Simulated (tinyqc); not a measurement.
What moves the results: valence-band anticrossing with a localised impurity level. A value that a table varies takes the place of the one given here.

Host valence band EM(k) = al x - c k^2/mM, c = hbar^2/2m0, coupled to a flat level EI by V = C sqrt(x): H = [[EM, V], [V, EI]], E+/- = (EM + EI)/2 +/- sqrt((EM - EI)^2/4 + V^2). The host weight of a state at E is f = 1/(1 + V^2/(E - EI)^2), and its mass at k = 0 is mM/f. The gap is Eg - E+(0), the conduction edge staying at Eg.

Constants: hbar^2/2m0 = 3.80998211 eV angstrom^2.

Values chosen for the exercise (host near GaAs; the results hold for these values, not for the real material):
```
symbol  value   unit  meaning
Eg      1.515   eV    gap at Gamma to the s-like level
mM      0.55    m0    mass of the host band
EI      -0.218  eV    impurity level, from the valence top of the host
C       1.17    eV    coupling
al      0.44    eV    linear shift of the host edge
x       0.042         impurity fraction
```

## Impurity fraction

The last column is the bowing that a quadratic law would need at that x, (Eg - gap)/(x (1 - x)), with equal end gaps.

Results:
```
x (%)  E- (eV)  E+ (eV)  gap (eV)  host weight of E+  mass of E+  bowing (eV)
0.1    -0.2241   0.0065    1.5085              0.974      0.5649          6.5
0.2    -0.2299   0.0127    1.5023              0.951      0.5783          6.4
0.5    -0.2456   0.0298    1.4852              0.900      0.6113          6.0
1.0    -0.2682   0.0546    1.4604              0.844      0.6513          5.5
2.0    -0.3052   0.0960    1.4190              0.783      0.7027          4.9
3.0    -0.3357   0.1309    1.3841              0.748      0.7355          4.5
5.0    -0.3858   0.1898    1.3252              0.708      0.7763          4.0
8.0    -0.4457   0.2629    1.2521              0.679      0.8104          3.6
```

The apparent bowing falls from 6.5 to 3.6 eV, so no single constant describes the gap: the part from the coupling goes as x while V is small against |EM - EI| and as sqrt(x) beyond (V = |EI| near x = 3.47 %), with the linear term al x on top; the fall of the gap goes as the power 0.96 of x between the first two rows and 0.69 between the last two. The mass of E+ goes from 0.5649 to 0.8104, higher although the gap falls; with al = 0 the weight tends to 1/2 at large x.

## What each parameter does

At k = 0. Each row changes one parameter from the base and keeps the others.

Results:
```
case            E- (eV)  E+ (eV)  gap (eV)  mass (m0)
base            -0.3671   0.1676    1.3474     0.7627
EI = -0.268 eV  -0.4041   0.1545    1.3605     0.7271
al = 0.94 eV    -0.3614   0.1829    1.3321     0.7468
Eg = 1.565 eV   -0.3671   0.1676    1.3974     0.7627
C = 1.3455 eV   -0.3998   0.2003    1.3147     0.7890
x = 0.0357      -0.3512   0.1489    1.3661     0.7497
mM = 0.6325 m0  -0.3671   0.1676    1.3474     0.8771
```

The largest shifts from the base row, up to three for each result and ties (the steps differ in size, so this ranks the rows, not the parameters). E- (eV): EI -0.0370, C -0.0327, x +0.0159; unchanged at the printed digits by Eg and mM. E+ (eV): C +0.0327, x -0.0187, al +0.0153; unchanged at the printed digits by Eg and mM. gap (eV): Eg +0.0500, C -0.0327, x +0.0187; unchanged at the printed digits by mM. mass (m0): mM +0.1144, EI -0.0356, C +0.0264; unchanged at the printed digits by Eg.

tinyqc: `OMP_NUM_THREADS=1 python tinyqc.py 1051282 1051283 out.jsonl`; about 0.01 s, one thread, shared Intel(R) Xeon(R) Processor @ 2.30GHz.
